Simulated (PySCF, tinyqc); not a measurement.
G0W0 on RHF in the sto-3g basis, for BeH+, spin multiplicity 1, step by step. The lowest restricted solution is unstable here: a spin-polarised one lies 0.0108 hartree lower (PySCF). Computed by tinyqc, a small Python program that keeps every step (integrals from PySCF). Settings: charge = 1, multiplicity = 1, basis = sto-3g, method = RHF, energy threshold = 1e-10, iteration cap = 81, orthogonalisation = symmetric, start = atomic densities, DIIS depth = 6. Command: `OMP_NUM_THREADS=1 python tinyqc.py 23988 23989 out.jsonl` (the two numbers bound the seeds that draw the settings). One thread of a shared host (Intel(R) Xeon(R) Processor @ 2.60GHz), about 0.09 s of CPU time with the checks. The early iterations of the SCF are left out here.

## One-electron integrals

Geometry (angstrom):
```
atom         x         y         z
Be    0.000000  0.000000  0.000000
H     0.000000  0.000000  1.879000
```

Basis sto-3g: exponents (1/bohr^2) and contraction coefficients of normalised primitives:
```
element  l (shell)   exponent  coefficient
Be           s (1)  30.167871     0.154329
Be           s (1)   5.495115     0.535328
Be           s (1)   1.487193     0.444635
Be           s (2)   1.314833    -0.099967
Be           s (2)   0.305539     0.399513
Be           s (2)   0.099371     0.700115
Be           p (3)   1.314833     0.155916
Be           p (3)   0.305539     0.607684
Be           p (3)   0.099371     0.391957
H            s (1)   3.425251     0.154329
H            s (1)   0.623914     0.535328
H            s (1)   0.168855     0.444635
```

Overlap, kinetic and nuclear-attraction integrals over the contracted functions; the nuclear repulsion is the sum of Za Zb / Rab.

nuclear repulsion = 1.12650817 hartree

overlap S, lower triangle:
```
           1Be 1s    1Be 2s   1Be 2px   1Be 2py   1Be 2pz     2H 1s
1Be 1s   1.000000
1Be 2s   0.259517  1.000000
1Be 2px  0.000000  0.000000  1.000000
1Be 2py  0.000000  0.000000  0.000000  1.000000
1Be 2pz  0.000000  0.000000  0.000000  0.000000  1.000000
2H 1s    0.021151  0.267034  0.000000  0.000000  0.350383  1.000000
```

kinetic energy T (hartree), lower triangle:
```
            1Be 1s    1Be 2s   1Be 2px   1Be 2py   1Be 2pz     2H 1s
1Be 1s    6.693975
1Be 2s   -0.033012  0.211111
1Be 2px   0.000000  0.000000  0.660592
1Be 2py   0.000000  0.000000  0.000000  0.660592
1Be 2pz   0.000000  0.000000  0.000000  0.000000  0.660592
2H 1s    -0.006580  0.012473  0.000000  0.000000  0.059889  0.760032
```

nuclear attraction V (hartree), lower triangle:
```
             1Be 1s     1Be 2s    1Be 2px    1Be 2py    1Be 2pz      2H 1s
1Be 1s   -14.842719
1Be 2s    -1.972333  -2.591239
1Be 2px    0.000000   0.000000  -2.551385
1Be 2py    0.000000   0.000000   0.000000  -2.551385
1Be 2pz   -0.009154  -0.092819   0.000000   0.000000  -2.614799
2H 1s     -0.159879  -0.605624   0.000000   0.000000  -0.774372  -2.352335
```

core Hamiltonian H = T + V (hartree), lower triangle:
```
            1Be 1s     1Be 2s    1Be 2px    1Be 2py    1Be 2pz      2H 1s
1Be 1s   -8.148744
1Be 2s   -2.005345  -2.380128
1Be 2px   0.000000   0.000000  -1.890793
1Be 2py   0.000000   0.000000   0.000000  -1.890793
1Be 2pz  -0.009154  -0.092819   0.000000   0.000000  -1.954207
2H 1s    -0.166459  -0.593151   0.000000   0.000000  -0.714483  -1.592303
```

## Two-electron integrals

Functions are numbered as in S; the eight-fold symmetry (ij|kl) = (ji|kl) = (kl|ij) leaves the list below.

Two-electron integrals (ij|kl) in chemists' order, unique and non-zero (hartree):
```
(11|11) 2.298831   (21|11) 0.392036   (21|21) 0.079539   (22|11) 0.570988
(22|21) 0.143041   (22|22) 0.417683   (31|31) 0.014607   (32|31) 0.021888
(32|32) 0.092265   (33|11) 0.569578   (33|21) 0.143083   (33|22) 0.417589
(33|33) 0.449859   (41|41) 0.014607   (42|41) 0.021888   (42|42) 0.092265
(43|43) 0.024249   (44|11) 0.569578   (44|21) 0.143083   (44|22) 0.417589
(44|33) 0.401360   (44|44) 0.449859   (51|51) 0.014607   (52|51) 0.021888
(52|52) 0.092265   (53|53) 0.024249   (54|54) 0.024249   (55|11) 0.569578
(55|21) 0.143083   (55|22) 0.417589   (55|33) 0.401360   (55|44) 0.401360
(55|55) 0.449859   (61|11) 0.031472   (61|21) 0.006385   (61|22) 0.011597
(61|33) 0.011523   (61|44) 0.011523   (61|51) 0.000583   (61|52) 0.001099
(61|55) 0.011751   (61|61) 0.000539   (62|11) 0.106826   (62|21) 0.027316
(62|22) 0.091264   (62|33) 0.087489   (62|44) 0.087489   (62|51) 0.003483
(62|52) 0.024290   (62|55) 0.098719   (62|61) 0.002431   (62|62) 0.034876
(63|31) 0.002054   (63|32) 0.010573   (63|53) 0.003830   (63|63) 0.002521
(64|41) 0.002054   (64|42) 0.010573   (64|54) 0.003830   (64|64) 0.002521
(65|11) 0.127506   (65|21) 0.032902   (65|22) 0.114454   (65|33) 0.107912
(65|44) 0.107912   (65|51) 0.005461   (65|52) 0.037125   (65|55) 0.127410
(65|61) 0.003011   (65|62) 0.048763   (65|65) 0.069290   (66|11) 0.281378
(66|21) 0.072980   (66|22) 0.273596   (66|33) 0.255897   (66|44) 0.255897
(66|51) 0.009037   (66|52) 0.085789   (66|55) 0.308589   (66|61) 0.006526
(66|62) 0.143065   (66|65) 0.209099   (66|66) 0.774606
```

## Orthogonalisation

S = U s U^T; symmetric (Loewdin) form X = U s^(-1/2) U^T, so that X^T S X = 1.

eigenvalues of S: 0.533537  0.800290  1.000000  1.000000  1.184124  1.482049

X, lower triangle:
```
            1Be 1s     1Be 2s   1Be 2px   1Be 2py    1Be 2pz     2H 1s
1Be 1s    1.027336
1Be 2s   -0.140349   1.060101
1Be 2px   0.000000   0.000000  1.000000
1Be 2py   0.000000   0.000000  0.000000  1.000000
1Be 2pz  -0.006083   0.042510  0.000000  0.000000   1.053903
2H 1s     0.019375  -0.157403  0.000000  0.000000  -0.200621  1.085933
```

## Iteration 9 (converged): orbitals

converged F (hartree), lower triangle:
```
            1Be 1s     1Be 2s    1Be 2px    1Be 2py    1Be 2pz      2H 1s
1Be 1s   -4.983796
1Be 2s   -1.399859  -0.842877
1Be 2px   0.000000   0.000000  -0.121093
1Be 2py   0.000000   0.000000   0.000000  -0.121093
1Be 2pz   0.016036  -0.090808   0.000000   0.000000  -0.218447
2H 1s    -0.115412  -0.349322   0.000000   0.000000  -0.304126  -0.398822
```

Diagonalise F' = X^T F X, C = X C', fill 2 alpha and 2 beta electrons from the bottom; D = 2 C_occ C_occ^T. Each column has its largest component positive (the first on a tie).

F' = X^T F X (hartree), lower triangle:
```
           1          2          3          4          5          6
1  -4.876058
2  -0.701479  -0.531958
3   0.000000   0.000000  -0.121093
4   0.000000   0.000000   0.000000  -0.121093
5   0.014711  -0.024921   0.000000   0.000000  -0.133728
6   0.026441  -0.231556   0.000000   0.000000  -0.233254  -0.252102
```

orbital energies (hartree): MO1 -4.986565, MO2 -0.638684, MO3 -0.251136, MO4 -0.121093, MO5 -0.121093, MO6 0.082540

coefficients C:
```
               MO1        MO2        MO3       MO4        MO5        MO6
1Be 1s    0.993019  -0.202336  -0.198239  0.000000   0.000000   0.095943
1Be 2s    0.025959   0.674341   0.729705  0.000000   0.000000  -0.426867
1Be 2px   0.000000   0.000000   0.000000  0.053790   0.998552   0.000000
1Be 2py   0.000000   0.000000   0.000000  0.998552  -0.053790   0.000000
1Be 2pz  -0.002005   0.249038  -0.573198  0.000000   0.000000  -0.873054
2H 1s    -0.002776   0.500047  -0.407988  0.000000   0.000000   0.910023
```

D after iteration 9, lower triangle:
```
            1Be 1s    1Be 2s   1Be 2px   1Be 2py   1Be 2pz     2H 1s
1Be 1s    2.054052
1Be 2s   -0.221332  0.910820
1Be 2px   0.000000  0.000000  0.000000
1Be 2py   0.000000  0.000000  0.000000  0.000000
1Be 2pz  -0.104761  0.335769  0.000000  0.000000  0.124048
2H 1s    -0.207868  0.674260  0.000000  0.000000  0.249073  0.500109
```

Within a degenerate level the vectors are fixed only up to a rotation; this is one choice.

## Convergence

Stop when the energy changes by less than 1e-10 hartree and every element of the error matrix X^T (F D S - S D F) X is below 3e-06.

Course of the cycle:
```
iteration   E (hartree)     change  largest element of the error matrix
1          -12.59925884          -                             1.14e-01
2          -14.55699144  -1.96e+00                             1.51e-01
3          -14.58749341  -3.05e-02                             7.56e-02
4          -14.60042852  -1.29e-02                             8.37e-03
5          -14.60064896  -2.20e-04                             3.76e-03
6          -14.60067195  -2.30e-05                             2.26e-04
7          -14.60067217  -2.16e-07                             2.14e-05
8          -14.60067217  -1.66e-09                             2.36e-07
9          -14.60067217  -1.15e-13                             1.12e-08
```

PySCF RHF in the same basis = -14.60067217 hartree

Converged in 9 iterations.

## Integrals over molecular orbitals

(pq|rs) = sum C_ip C_jq C_kr C_ls (ij|kl), one index at a time.

one-electron integrals over orbitals h = C^T H C (hartree), lower triangle:
```
           1          2          3          4          5          6
1  -8.139332
2   0.175613  -1.962599
3   0.192046  -0.084776  -1.846883
4   0.000000   0.000000   0.000000  -1.890793
5   0.000000   0.000000   0.000000   0.000000  -1.890793
6  -0.059900   0.238634  -0.107587   0.000000   0.000000  -1.653219
```

Two-electron integrals over orbitals (pq|rs), unique and non-zero (hartree):
```
(11|11) 2.275781    (21|11) -0.174103   (21|21) 0.022060    (22|11) 0.449523
(22|21) -0.001510   (22|22) 0.446929    (31|11) -0.171045   (31|21) 0.018090
(31|22) -0.013358   (31|31) 0.025671    (32|11) 0.083555    (32|21) -0.005714
(32|22) -0.064244   (32|31) 0.001617    (32|32) 0.068480    (33|11) 0.515720
(33|21) -0.010450   (33|22) 0.329229    (33|31) 0.002052    (33|32) 0.030375
(33|33) 0.418819    (41|41) 0.015581    (42|41) 0.014339    (42|42) 0.046384
(43|41) 0.013695    (43|42) 0.035281    (43|43) 0.047585    (44|11) 0.569240
(44|21) -0.006108   (44|22) 0.346593    (44|31) -0.006026   (44|32) 0.044344
(44|33) 0.378049    (44|44) 0.449859    (51|51) 0.015581    (52|51) 0.014339
(52|52) 0.046384    (53|51) 0.013695    (53|52) 0.035281    (53|53) 0.047585
(54|54) 0.024249    (55|11) 0.569240    (55|21) -0.006108   (55|22) 0.346593
(55|31) -0.006026   (55|32) 0.044344    (55|33) 0.378049    (55|44) 0.401360
(55|55) 0.449859    (61|11) 0.078340    (61|21) -0.013108   (61|22) -0.008663
(61|31) -0.001781   (61|32) 0.008027    (61|33) 0.014285    (61|44) 0.002045
(61|55) 0.002045    (61|61) 0.015236    (62|11) -0.133618   (62|21) 0.001115
(62|22) 0.015494    (62|31) 0.008582    (62|32) -0.057149   (62|33) -0.003912
(62|44) -0.069674   (62|55) -0.069674   (62|61) 0.005591    (62|62) 0.115711
(63|11) 0.081156    (63|21) -0.003328   (63|22) -0.056827   (63|31) 0.004938
(63|32) 0.065199    (63|33) 0.047628    (63|44) 0.040016    (63|55) 0.040016
(63|61) 0.007999    (63|62) -0.062070   (63|63) 0.082178    (64|41) -0.006698
(64|42) -0.024513   (64|43) -0.006655   (64|64) 0.021783    (65|51) -0.006698
(65|52) -0.024513   (65|53) -0.006655   (65|65) 0.021783    (66|11) 0.479804
(66|21) -0.002122   (66|22) 0.453548    (66|31) -0.012059   (66|32) -0.068288
(66|33) 0.357799    (66|44) 0.350028    (66|55) 0.350028    (66|61) -0.007142
(66|62) 0.039883    (66|63) -0.059247   (66|66) 0.488977
```

## Screening: direct RPA

With D = e_a - e_i and K = (ia|jb): diagonalise D^(1/2) (D + 4K) D^(1/2) = Z w^2 Z^T; X + Y = D^(1/2) Z w^(-1/2), each column of Z with its largest component positive (the first on a tie); E_c = (sum w - tr (D + 2K)) / 2.

D^(1/2) (D + 4K) D^(1/2) (hartree^2), lower triangle:
```
           1>3        1>4        1>5        1>6        2>3       2>4       2>5       2>6
1>3  22.910544
1>4   0.000000  23.976064
1>5   0.000000   0.000000  23.976064
1>6  -0.034912   0.000000   0.000000  26.004763
2>3   0.008759   0.000000   0.000000   0.045003   0.256349
2>4   0.000000   0.091019   0.000000   0.000000   0.000000  0.363932
2>5   0.000000   0.000000   0.091019   0.000000   0.000000  0.000000  0.363932
2>6   0.063439   0.000000   0.000000   0.042763  -0.120855  0.000000  0.000000  0.853977
```

excitation energies w (hartree): 0.482400  0.602977  0.602977  0.936633  4.786475  4.896572  4.896572  5.099540

X + Y:
```
             1          2          3          4         5          6         7          8
1>3  -0.002873   0.000000   0.000000  -0.006188  0.994586   0.000000  0.000000  -0.010832
1>4   0.000000  -0.008452  -0.006962   0.000000  0.000000  -0.366748  0.926893   0.000000
1>5   0.000000   0.006962  -0.008452   0.000000  0.000000   0.926893  0.366748   0.000000
1>6  -0.006588   0.000000   0.000000  -0.003098  0.011563   0.000000  0.000000   0.996946
2>3   0.879778   0.000000   0.000000  -0.122976  0.000112   0.000000  0.000000   0.000479
2>4   0.000000   0.715120   0.589052   0.000000  0.000000  -0.000461  0.001165   0.000000
2>5   0.000000  -0.589052   0.715120   0.000000  0.000000   0.001165  0.000461   0.000000
2>6   0.233756   0.000000   0.000000   0.861317  0.001124   0.000000  0.000000   0.000626
```

RPA correlation energy = -0.03667264 hartree

Within a degenerate level the vectors are fixed only up to a rotation; this is one choice.

## G0W0 on Hartree-Fock: HOMO

W(p,q,m) = sqrt2 sum_ia (pq|ia) (X+Y)_ia,m; Sigma_c(x) = sum_(i,m) W^2/(x - e_i + w_m) + sum_(a,m) W^2/(x - e_a - w_m); solve x = e_p + Sigma_c(x) by Newton steps; Z = 1/(1 - dSigma/dx); 1 hartree = 27.211386 eV.

The 12 largest terms at x = e_p (hartree; W for the signs of X + Y given):
```
q  m          W       term
6  4   0.150785  -0.013714
2  1  -0.074675   0.011560
3  1   0.066228  -0.005042
3  4  -0.081571  -0.005025
4  2   0.046738  -0.001949
5  3   0.046738  -0.001949
5  2  -0.038499  -0.001323
4  3   0.038499  -0.001323
2  4   0.030201   0.000974
6  1  -0.032939  -0.000901
2  5  -0.018916   0.000075
1  5   0.025231   0.000070
```

Newton steps (hartree):
```
step          x  Sigma_c(x)         Z
0     -0.638684   -0.018687  0.952809
1     -0.656489   -0.017795  0.951716
2     -0.656479   -0.017796  0.951717
```

quasiparticle energy of the HOMO = -17.863715 eV

Hartree-Fock value = -17.379469 eV

## G0W0 on Hartree-Fock: LUMO

As before.

The 12 largest terms at x = e_p (hartree; W for the signs of X + Y given):
```
q  m          W       term
6  4  -0.087024  -0.005962
2  1   0.066228   0.005042
2  4  -0.081571   0.005025
6  1   0.060507  -0.004486
3  1   0.036358  -0.002740
4  2   0.035518  -0.001721
5  3   0.035518  -0.001721
5  2  -0.029256  -0.001168
4  3   0.029256  -0.001168
1  5   0.036093   0.000137
3  4  -0.010129  -0.000110
3  8   0.020126  -0.000079
```

Newton steps (hartree):
```
step          x  Sigma_c(x)         Z
0     -0.251136   -0.009088  0.967554
1     -0.259929   -0.008795  0.967929
2     -0.259931   -0.008794  0.967929
```

quasiparticle energy of the LUMO = -7.073074 eV

Hartree-Fock value = -6.833765 eV
